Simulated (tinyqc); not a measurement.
Three-phonon processes in a diatomic chain: dispersion, energy and momentum conservation, and decay channels of optical phonons: one step, computed by the program tinyqc. Command: `OMP_NUM_THREADS=1 python tinyqc.py 3121329 3121330 out.jsonl threeph walk`. One thread of a shared host (Intel(R) Xeon(R) Processor @ 2.30GHz), about 0.04 s of CPU time with the checks.

Cell length a, two atoms, one spring constant. x = q a/pi runs from -1 to 1; A and O are the acoustic and optical branches. Matrix elements are not computed: only conservation laws and occupation factors are followed.

Task: Dispersion. omega^2 = k (1/m + 1/M) -/+ k sqrt((1/m + 1/M)^2 - 4 sin^2(pi x/2)/(m M)); nu = 15.6333042 THz x sqrt(omega^2) for eV/(angstrom^2 u).

Inputs (values chosen for the exercise, for a model chain): light mass m = 69.7 u; heavy mass M = 344 u; spring constant k = 4.3 eV/angstrom^2.

Constants: nu for 1 eV/(angstrom^2 u) = 15.6333042 THz.

Give: the table «Branches» with the columns nu_A (THz), nu_O (THz), for x = 0.10, 0.20, 0.35, 0.50, 0.65, 0.80, 0.90, 1.00.

Result:

Branches:
```
x     nu_A (THz)  nu_O (THz)
0.10       0.353       6.012
0.20       0.701       5.981
0.35       1.202       5.901
0.50       1.658       5.789
0.65       2.043       5.665
0.80       2.324       5.556
0.90       2.434       5.508
1.00       2.472       5.491
```
